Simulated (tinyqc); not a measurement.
# Length offset and series resistance from crossing lines

Problem. R_total = Rs + k (L - dL)/Vo with constant Rs, dL and k. Find k, dL and Rs.

R_total at (L, Vo) = (30, 0.31), (60, 0.31), (30, 0.71) and (60, 0.71), L in nm and Vo in V (ohm um): [752.58065, 1236.4516, 514.50704, 725.77465]

Answer. At each overdrive R is a straight line in L with slope k/Vo; the two lines cross at L = dL, R = Rs.

k = 5.000 ohm um V/nm
dL = 3.800 nm
Rs = 330.0 ohm um

tinyqc, about 0.03 s, one thread, Intel Xeon 2.30GHz (shared host): `OMP_NUM_THREADS=1 python tinyqc.py 2282160 2282161 out.jsonl`
